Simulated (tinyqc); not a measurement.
Schottky diode by thermionic emission with image-force lowering and series resistance: a Richardson plot.

Metal on an n-type semiconductor with one parabolic valley; V > 0 is forward bias (metal positive). I = I0 [exp(Vj/(n Vt)) - 1] with Vj = V - I Rs; I0 = S A* T^2 exp(-(phi - dphi)/Vt), the lowering dphi taken at zero bias.

A* = 4 pi q me m0 kB^2/h^3 (times 1e-4 for A/(cm^2 K^2)); Nc = 2 (2 pi me m0 kB T/h^2)^1.5 (times 1e-6 for cm^-3); xi = Vt ln(Nc/Nd), Vbi = phi - xi; surface field Em = sqrt(2 q Nd (Vbi - V - Vt)/(eps0 eps_r)); dphi = sqrt(q Em/(4 pi eps0 eps_r)). Here V = 0 in Em; phi is held fixed.

Values chosen for this exercise; band and dielectric values those of a made-up semiconductor:
```
symbol,value,unit,meaning
me,0.053,m0,electron mass
eps_r,11.9,,relative permittivity
phi,0.54,eV,barrier height seen from the metal
Nd,2.5e16,cm^-3,donor density
S,0.00036,cm^2,area
```

Constants: q = 1.602176634e-19 C, kB = 1.380649e-23 J/K, h = 6.62607015e-34 J s, m0 = 9.1093837015e-31 kg, Vt = kB T/q, eps0 = 8.8541878128e-14 F/cm where lengths are in cm. Results are converted to the units shown.

Result of one run:
```
dphi (meV)     I0 (A)  ln(I0/(S T^2))  1/Vt (1/V)
25.901      1.2222e-4         -13.063      29.011
```

Which temperature T gave this result: 200, 360, 400 or 450 K?

T = 400 K.

The whole series:
```
T (K)  dphi (meV)      I0 (A)  ln(I0/(S T^2))  1/Vt (1/V)
200        27.178  1.0962e-11         -27.904      58.023
240        26.958   2.2254e-9         -22.955      48.352
280        26.721   1.0377e-7         -19.421      41.445
320        26.465   1.9181e-6         -16.771      36.264
360        26.192   1.9055e-5         -14.711      32.235
400        25.901   1.2222e-4         -13.063      29.011
450        25.511   8.0314e-4         -11.416      25.788
```

I0 grows by 7.86 decades. The line through the end rows has the slope -0.5115 eV and the intercept ln(5.90 A/(cm^2 K^2)), against phi = 0.54 eV and A* = 6.37. The difference comes from the lowering: dphi falls from 27.2 to 25.5 meV.

Numbers from tinyqc (`OMP_NUM_THREADS=1 python tinyqc.py 2640159 2640160 out.jsonl`; about 0.01 s on one thread of a shared Intel Xeon 2.30GHz).
